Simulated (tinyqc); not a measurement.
Forward curve with series resistance: current of a Schottky diode by thermionic-emission-diffusion theory, and its read-back from I-V-T and C-V data. Computed by tinyqc, a small Python program. Command: `OMP_NUM_THREADS=1 python tinyqc.py 3004508 3004509 out.jsonl schottky walk`. One thread of a shared host (Intel(R) Xeon(R) Processor @ 2.30GHz), about 0.01 s of CPU time with the checks.

Full ionisation, no tunnelling, no recombination current. V is the voltage across the junction itself, forward positive.

Inputs (values chosen for the exercise, modelled on n-type GaN):
```
quantity                                     value           unit
Richardson constant A*                          27   A/(cm^2 K^2)
effective density of states at 300 K, N_c  2.3e+18         1/cm^3
permittivity eps                               9.7              -
mobility mu                                    990     cm^2/(V s)
barrier without image force phi_0 (mean)      1.08             eV
doping N                                   4.1e+15         1/cm^3
series resistance R_s                          1.4  milliohm cm^2
junction voltage V                            0.42              V
temperature T                                  300              K
standard deviation sigma                        44            meV
relative change of sigma^2 with bias, rho     0.63            1/V
```

Barrier: Gaussian spread of heights.

Constants: k_B = 8.617333262e-05 eV/K; e = 1.602176634e-19 C; eps_0 = 8.8541878128e-12 F/m.

Method:
- N_c(T) = N_c (T/300 K)^(3/2); V_bi = phi_0 - (k_B T/e) ln(N_c(T)/N); surface field F = sqrt(2 e N (V_bi - V - k_B T/e)/(eps eps_0)); image lowering d_phi = sqrt(e F/(4 pi eps eps_0)); effective barrier phi = phi_0 - d_phi - sigma^2 (1 - rho V)/(2 k_B T).
- Collection velocity v_R = A* T^2/(e N_c(T)); diffusion velocity v_D = mu F; J = e N_c(T) v_R/(1 + v_R/v_D) exp(-phi/k_B T) [exp(e V/k_B T) - 1].
- Terminal voltage V + J R_s; apparent ideality from neighbouring rows, (e/k_B T) dV_terminal/d ln J.

built-in voltage V_bi = 0.916365 V

Forward curve; the last column belongs to the interval up to the next row:
```
V (V)  J (A/cm^2)  terminal voltage (V)  apparent n
0.216  5.0047e-08               0.21600      1.0370
0.300  1.1488e-06               0.30000      1.0389
0.384  2.6211e-05               0.38400      1.0416
0.468  5.9336e-04               0.46800      1.0457
0.552  1.3278e-02               0.55202      1.0566
0.636  2.9169e-01               0.63641      1.1681
0.720  6.1905e+00               0.72867      3.1787
0.804  1.2038e+02               0.97254           -
```

What does the comparison show, and why?

The resistance takes over where J R_s exceeds k_B T/e, at J = 18.5 A/cm^2; the apparent ideality climbs from 1.04 to 3.18, so barrier and n must be read below that current.
